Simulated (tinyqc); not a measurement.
Circular transfer-length structure: one step of the calculation.

A disc contact of radius r0 and a very wide ring contact from r1 = r0 + sp outwards lie on a thin layer; the metal has no resistance and the sheet resistance under the contacts equals Rsh.

Task. The three parts of the resistance. Transfer length Lt = sqrt(rc/Rsh). R = (Rsh/2 pi) [(Lt/r0) I0(r0/Lt)/I1(r0/Lt) + ln(r1/r0) + (Lt/r1) K0(r1/Lt)/K1(r1/Lt)] with modified Bessel functions; for r0 >> Lt both ratios tend to 1.

Values chosen for this exercise:
- Rsh = 810 ohm/sq (sheet resistance of the semiconductor layer)
- rc = 5.4e-7 ohm cm^2 (specific contact resistivity)
- r0 = 3.8 um (radius of the inner contact)
- sp = 3 um (gap between the contacts)

Find: Lt; I0/I1; K0/K1; inner contact; gap; outer contact; R.

Result.

Lt = 0.25820 um
I0/I1 = 1.0358
K0/K1 = 0.98154
inner contact = 9.0733 ohm
gap = 75.019 ohm
outer contact = 4.8046 ohm
R = 88.897 ohm

The contacts make up 15.6 % of R.

tinyqc, about 0.01 s, one thread, Intel Xeon 2.30GHz (shared host): `OMP_NUM_THREADS=1 python tinyqc.py 2760102 2760103 out.jsonl`
